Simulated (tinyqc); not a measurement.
Voltage acceleration of oxide breakdown, four models on the same data: one step of the calculation.

Field E = V/tox in MV/cm. Models: ln(t63/1 s) = a - c X with X = E (E model), -1/E (1/E model), ln V (power law, c the exponent n) or sqrt(E).

Problem. Fitting the models. The three stress times were made with the 1/E model, c = 406, and are treated as data. For each model fit ln t63 on X by least squares over the three points.

Inputs (values chosen for the exercise):

| symbol | value | unit | meaning |
|---|---|---|---|
| tox | 5.9 | nm | oxide thickness |

| stress | V (V) | t63 (s) |
|---|---|---|
| 0 | 5.35 | 1.631e5 |
| 1 | 6.34 | 150 |
| 2 | 7.05 | 3.339 |

Give: c; a; largest misfit in ln t63 (0: below 0.002).

Solution.

| model | c | a | largest misfit in ln t63 (0: below 0.002) |
|---|---|---|---|
| E | 3.774 | 46.03 | 0.4652 |
| 1/E | 406.0 | -32.77 | 0.0000 |
| power | 39.32 | 77.85 | 0.2282 |
| sqrt E | 24.39 | 85.31 | 0.3458 |

The worst misfit of any model is 0.47 in ln t63, a factor of 1.59 in time, comparable to the scatter of t63 from small samples, so such data hardly tell the models apart.

Range of the model: All four laws are empirical fits; none is established far below the stress range.

Program tinyqc, `OMP_NUM_THREADS=1 python tinyqc.py 2070080 2070081 out.jsonl`; Intel Xeon 2.30GHz, shared host, one thread, about 0.01 s.
